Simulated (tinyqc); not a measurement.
# From one set of inputs to another, one input at a time

Model: inversion-layer mobility, back-scattering and ballistic limit of a field-effect transistor. Computed by tinyqc, a small Python program. Command: `OMP_NUM_THREADS=1 python tinyqc.py 3001644 3001645 out.jsonl mos ladder`. One thread of a shared host (Intel(R) Xeon(R) Processor @ 2.30GHz), about 0.03 s of CPU time with the checks.

The charge at the top of the source barrier is fixed by the gate; series resistance and short-channel effects are left out. F_j are Fermi integrals normalised to exp(eta) in the classical limit.

The inputs printed are set A. Set A is modelled on an InGaAs n-channel; the values taken over come from a set modelled on a silicon p-channel. Inputs not listed in the table keep their values of set A, so the rows need not describe a real material.

Inputs (values chosen for the exercise, modelled on an InGaAs n-channel): transport mass m = 0.044 m_0; valley degeneracy g_v = 1; weight w of the inversion charge = 0.5; permittivity eps = 13.9; phonon mobility at 1 MV/cm and 300 K, mu_ph = 2800 cm^2/(V s); roughness mobility at 1 MV/cm, mu_sr = 2500 cm^2/(V s); Coulomb mobility at N_inv = 1e12/cm^2, mu_C = 1700 cm^2/(V s); electrical oxide thickness t_inv = 3.1 nm; depletion charge N_dep = 3.2e+12 1/cm^2; gate overdrive V_G - V_T = 0.18 V; drain voltage V_D = 0.05 V; channel length L = 380 nm; exponent a of the critical length = 0.62; temperature T = 400 K.

Statistics at the top of the barrier: Fermi-Dirac.

Constants: eps_0 = 8.8541878128e-12 F/m; e = 1.602176634e-19 C; m_0 = 9.1093837015e-31 kg; k_B = 1.380649e-23 J/K; hbar = 1.054571817e-34 J s; k_B = 8.617333262e-05 eV/K.

Method:
- N_inv = 3.9 eps_0 (V_G - V_T)/(e t_inv); effective field E_eff = e (N_dep + w N_inv)/(eps eps_0).
- mu_phonon = mu_ph (E_eff/1 MV/cm)^(-0.3) (T/300 K)^(-1.75); mu_rough = mu_sr (E_eff/1 MV/cm)^(-2); mu_Coulomb = mu_C (N_inv/1e12 cm^-2) (T/300 K); Matthiessen's rule adds 1/mu.
- F_j(eta) = (1/Gamma(j + 1)) int_0^infinity x^j/(1 + exp(x - eta)) dx, F_0 = ln(1 + exp(eta)). Integrals over x = E/(k_B T) use 160 Gauss-Legendre points in u = sqrt(x) from 0 to sqrt(max(eta, 0) + 32).
- Ballistic channel: N_2D = g_v m k_B T/(pi hbar^2), U = e V_D/(k_B T); eta_F solves N_inv = (N_2D/2)[F_0(eta_F) + F_0(eta_F - U)]; v_T = sqrt(2 k_B T/(pi m)); I/W = e (N_2D/2) v_T [F_1/2(eta_F) - F_1/2(eta_F - U)]; injection velocity v_T F_1/2(eta_F)/F_0(eta_F).
- Mean free path lambda = (2 k_B T/e)(mu/v_T) F_0(eta_0)/F_-1/2(eta_0), with eta_0 from N_inv = N_2D F_0(eta_0); critical length l = L (1 + U)^(-a), an empirical rule; back-scattering r = l/(l + lambda). Then eta solves N_inv = (N_2D/2)[(1 + r) F_0(eta) + (1 - r) F_0(eta - U)] and I/W = e (N_2D/2) v_T (1 - r)[F_1/2(eta) - F_1/2(eta - U)].
- Ballistic ratio: I over the ballistic current. Apparent mobility 1/(1/mu + 1/mu_B), mu_B = mu L/lambda.

Each row keeps all changes above it:
```
input moved                                                  from       to  current I/W (microampere/micrometre)  effective mobility mu (cm^2/(V s))  ballistic ratio
set A                                                           -        -                                33.936                              1074.0          0.11355
Coulomb mobility at N_inv = 1e12/cm^2, mu_C (cm^2/(V s))     1700      310                                13.507                               398.1          0.04519
temperature T (K)                                             400      200                                10.971                               243.4          0.03324
phonon mobility at 1 MV/cm and 300 K, mu_ph (cm^2/(V s))     2800      100                                 5.748                               125.7          0.01742
electrical oxide thickness t_inv (nm)                         3.1      4.4                                 2.944                               105.2          0.01122
drain voltage V_D (V)                                        0.05      1.2                                20.734                               105.2          0.03796
depletion charge N_dep (1/cm^2)                           3.2e+12  2.6e+12                                21.238                               107.8          0.03888
roughness mobility at 1 MV/cm, mu_sr (cm^2/(V s))            2500      160                                19.390                                98.1          0.03550
```

Current I/W goes from 33.9 to 19.4, a factor 0.571 in all. The largest single move comes from drain voltage V_D (a factor 7.04), but it runs against the net change; the largest move in the direction of the net change is Coulomb mobility at N_inv = 1e12/cm^2, mu_C (a factor 0.398). Effective mobility mu goes from 1070 to 98.1, a factor 0.0914 in all. The largest single move comes from Coulomb mobility at N_inv = 1e12/cm^2, mu_C (a factor 0.371). Ballistic ratio goes from 0.114 to 0.0355, a factor 0.313 in all. The largest single move comes from drain voltage V_D (a factor 3.38), but it runs against the net change; the largest move in the direction of the net change is Coulomb mobility at N_inv = 1e12/cm^2, mu_C (a factor 0.398). The single moves hold for this order of the switches; the total does not depend on the order.

Caution (rows drain voltage V_D, depletion charge N_dep, roughness mobility at 1 MV/cm, mu_sr): the current exceeds the long-channel drift law, so the empirical rule for l, meant for short channels, is too generous here. Caution (rows drain voltage V_D, depletion charge N_dep, roughness mobility at 1 MV/cm, mu_sr): in a degenerate gas the layer that can return carriers is set by E_F rather than k_B T, so l is underestimated.

Extremes, crossings and ranges named in words are read from the listed rows.
